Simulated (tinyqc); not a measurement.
Inside a calculation. Method: CCSD on RHF in the sto-3g basis, for H4, spin multiplicity 1. One step of it, computed by the program tinyqc.

Problem. Iteration 1: building the Fock matrix. J_ij = sum D_kl (ij|kl), K_ij = sum D_kl (ik|jl); F = H + J - 0.5 K; E = tr D H + tr D J / 2 - 0.25 tr D K + E_nn.

D at the start, lower triangle:
```
           1H 1s      2H 1s     3H 1s     4H 1s
1H 1s   0.559956
2H 1s   0.627004   0.809580
3H 1s  -0.142291   0.129017  0.809580
4H 1s  -0.309639  -0.142291  0.627004  0.559956
```

core Hamiltonian H = T + V (hartree), lower triangle:
```
           1H 1s      2H 1s      3H 1s      4H 1s
1H 1s  -1.346558
2H 1s  -0.894194  -1.569519
3H 1s  -0.120851  -0.572887  -1.569519
4H 1s  -0.016322  -0.120851  -0.894194  -1.346558
```

Two-electron integrals (ij|kl) in chemists' order, unique and non-zero (hartree):
```
(11|11) 0.774606   (21|11) 0.301977   (21|21) 0.151346   (22|11) 0.472860
(22|21) 0.301977   (22|22) 0.774606   (31|11) 0.024681   (31|21) 0.014051
(31|22) 0.032960   (31|31) 0.001674   (32|11) 0.093420   (32|21) 0.060469
(32|22) 0.165125   (32|31) 0.008750   (32|32) 0.051848   (33|11) 0.219515
(33|21) 0.136451   (33|22) 0.369167   (33|31) 0.024681   (33|32) 0.165125
(33|33) 0.774606   (41|11) 0.002271   (41|21) 0.001381   (41|22) 0.003493
(41|31) 0.000189   (41|32) 0.001073   (41|33) 0.003493   (41|41) 0.000023
(42|11) 0.014542   (42|21) 0.009173   (42|22) 0.024681   (42|31) 0.001424
(42|32) 0.008750   (42|33) 0.032960   (42|41) 0.000189   (42|42) 0.001674
(43|11) 0.088886   (43|21) 0.052968   (43|22) 0.136451   (43|31) 0.009173
(43|32) 0.060469   (43|33) 0.301977   (43|41) 0.001381   (43|42) 0.014051
(43|43) 0.151346   (44|11) 0.154503   (44|21) 0.088886   (44|22) 0.219515
(44|31) 0.014542   (44|32) 0.093420   (44|33) 0.472860   (44|41) 0.002271
(44|42) 0.024681   (44|43) 0.301977   (44|44) 0.774606
```

nuclear repulsion = 2.01540836 hartree

Give: Coulomb J; exchange K; Fock matrix F; total energy of this density.

Solution.

Coulomb J (hartree), lower triangle:
```
        1H 1s   2H 1s   3H 1s   4H 1s
1H 1s  1.5825
2H 1s  0.8382  1.8875
3H 1s  0.0990  0.5314  1.8875
4H 1s  0.0118  0.0990  0.8382  1.5825
```

exchange K (hartree), lower triangle:
```
         1H 1s   2H 1s   3H 1s   4H 1s
1H 1s   0.9314
2H 1s   0.8037  1.1571
3H 1s   0.1108  0.3964  1.1571
4H 1s  -0.0288  0.1108  0.8037  0.9314
```

Fock matrix F (hartree), lower triangle:
```
         1H 1s    2H 1s    3H 1s    4H 1s
1H 1s  -0.2298
2H 1s  -0.4579  -0.2606
3H 1s  -0.0773  -0.2397  -0.2606
4H 1s   0.0099  -0.0773  -0.4579  -0.2298
```

total energy of this density = -2.090875 hartree
